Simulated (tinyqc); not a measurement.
Free and trapped electrons in a MOS channel with a dense trap tail: one step of the calculation.

p-type body, charge-sheet picture, full ionisation (an idealisation for deep acceptors), Boltzmann statistics for free electrons. e = Ec - EF at the surface. Acceptor-like traps of density D(E) = D0 + De exp(-E/Ew) at depth E below Ec, from 0 to Eu, hold n_t = integral of D(E)/(1 + exp((e - E)/Vt)). psi = Eg - Vt ln(Nv/Na) - e; N_dep = sqrt(2 eps0 eps_r Na (psi - Vt)/q); n_f = sqrt(N_dep^2 + 2 eps0 eps_r Vt Nc exp(-e/Vt)/q) - N_dep; Vg = Vfb + psi + q (N_dep + n_t + n_f)/Cox, Cox = eps0 eox/tox.

Problem. Trapped charge. Trapezoid rule on 12 equal steps from 0 to Eu, f = 1/(1 + exp((e - E)/Vt)).

Parameters, values chosen for the exercise; band and dielectric values close to those of 4H silicon carbide:
- T = 250 K (temperature)
- D0 = 8.1e10 cm^-2 eV^-1 (constant background density of acceptor-like traps)
- De = 2.8e13 cm^-2 eV^-1 (density of the tail at the conduction edge)
- Ew = 0.08 eV (decay energy of the tail)
- Eu = 0.5 eV (depth below Ec down to which the traps reach)
- e = 0.071 eV (Ec - EF at the surface)

Constants: q = 1.602176634e-19 C, kB = 1.380649e-23 J/K, Vt = kB T/q. Results are converted to the units shown.

Find: E; D(E) f; n_t.

Solution.

```
point	E (eV)	D(E) f (cm^-2 eV^-1)
0	0	1.003e12
1	0.04167	3.409e12
2	0.08333	6.369e12
3	0.1250	5.501e12
4	0.1667	3.526e12
5	0.2083	2.148e12
6	0.2500	1.311e12
7	0.2917	8.118e11
8	0.3333	5.151e11
9	0.3750	3.389e11
10	0.4167	2.342e11
11	0.4583	1.720e11
12	0.5000	1.351e11
```

n_t = 1.038e12 cm^-2

Computed by the program tinyqc: `OMP_NUM_THREADS=1 python tinyqc.py 2222013 2222014 out.jsonl`, one thread of a shared Intel Xeon 2.30GHz, about 0.03 s for the whole run.
